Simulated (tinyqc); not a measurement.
# Drifting, spreading and decaying minority pulse (Haynes-Shockley), Crank-Nicolson time steps, step by step

Numbers from tinyqc (`OMP_NUM_THREADS=1 python tinyqc.py 2310040 2310041 out.jsonl`; about 0.01 s on one thread of a shared Intel Xeon 2.30GHz). Printed values are rounded.

Low injection in a uniform field: dn/dt = D d2n/dx2 - v dn/dx - n/tau with D = mu Vt and v = mu F towards +x. Exact solution on an infinite bar for a Gaussian start at x0: n = N0 exp(-t/tau) exp(-(x - x0 - v t)^2/(2 s^2))/sqrt(2 pi s^2), s^2 = s0^2 + 2 D t.

Inputs (values chosen for the exercise); mobility close to that of indium phosphide at room temperature:
```
symbol,value,unit,meaning
T,300,K,temperature
mu,197,cm^2/(V s),minority-carrier mobility
F,9.3,V/cm,sweep field along the drift
hx,23,um,mesh step
tau,2.4e-5,s,lifetime
N0,3e11,cm^-2,injected sheet density
dt,8.9e-7,s,time step
s0,26,um,initial width (standard deviation)
```

Constants: q = 1.602176634e-19 C, kB = 1.380649e-23 J/K, Vt = kB T/q. Results are converted to the units shown.

## Coefficients of the scheme

Exponentially fitted fluxes: d = F hx/Vt, B(d) = d/(exp(d) - 1), k = D dt/hx^2; (L n)_i = a n_(i-1) + b n_i + c n_(i+1) with a = k B(-d), c = k B(d), b = -a - c - dt/tau. Explicit steps keep n positive for dt up to 1/[(D/hx^2)(B(d) + B(-d)) + 1/tau].

D = 5.092844 cm^2/s
v = 1832.100 cm/s
d = 0.8274021
a = 1.259635
b = -1.847409
c = 0.5506915
positivity limit of dt = 4.817557e-7 s

dt is 1.8 times the explicit limit. On this mesh the fitted flux acts like a diffusion coefficient (d/2) coth(d/2) D = 1.06 D for a travelling pulse, before the error of the time steps.

## Initial pulse

Nodes x_i = i hx, i = 1 to 10, n = 0 at nodes 0 and 11; the Gaussian at t = 0 with x0 = 4 hx.

n at t = 0, node 1 to 10 (in units of 1e13 cm^-3): 0.136054  0.962384  3.112652  4.603180  3.112652  0.962384  0.136054  0.008795  0.000260  0.000004

## Step 1: densities after a time step

(L n)_i = a n_(i-1) + b n_i + c n_(i+1), n = 0 beyond the ends. Crank-Nicolson step: solve n(new) - L n(new)/2 = n + L n/2.

n at t = 1 dt, node 1 to 10 (in units of 1e13 cm^-3): 0.267342  0.867699  1.760154  2.645587  2.949360  2.200253  1.103301  0.427608  0.149926  0.049171

## Step 2: densities after a time step

As before.

n at t = 2 dt, node 1 to 10 (in units of 1e13 cm^-3): 0.223232  0.617836  1.193810  1.809288  2.201371  2.172461  1.683325  1.025231  0.520329  0.221390

## Course in time

The same steps, now on nodes 1 to 60 (n = 0 at nodes 0 and 61), for 24 steps; centre = sum x n/sum n. Deviations are from the exact pulse, as a share of its largest value on the nodes; a run counts as stable if they stay under 100 %.

Course of the iteration:
```
step	hx sum n (cm^-2)	centre (um)	most negative n (cm^-3), 0 if none	largest deviation (% of the peak)
1	2.863686e11	109.2548	0	3.58
2	2.728922e11	126.8801	0	3.24
3	2.605714e11	144.4289	0	4.18
4	2.493764e11	161.7864	0	5.06
5	2.390792e11	178.9641	0	5.50
6	2.295025e11	195.9871	0	5.49
7	2.205160e11	212.8827	0	5.30
8	2.120271e11	229.6742	0	5.25
9	2.039684e11	246.3812	0	5.11
...	...	...	...	...
16	1.565689e11	361.9654	0	4.51
17	1.508312e11	378.3683	0	4.47
18	1.453108e11	394.7566	0	4.44
19	1.399978e11	411.1326	0	4.44
20	1.348832e11	427.4984	0	4.56
21	1.299586e11	443.8557	0	4.68
22	1.252163e11	460.2058	0	4.81
23	1.206490e11	476.5499	0	4.91
24	1.162497e11	492.8889	0	5.01
```

The run is stable. After 24 steps the deviation is 5.0 % of the peak. From step 1 to the last the centre has moved at 1.02 v and the content is 5.6 % below N0 exp(-t/tau). On an endless mesh these steps would give a speed of 1.00 v and a content of 1.00 times the exact one, from dt/tau = 0.0371 alone; the rest comes from the absorbing ends.
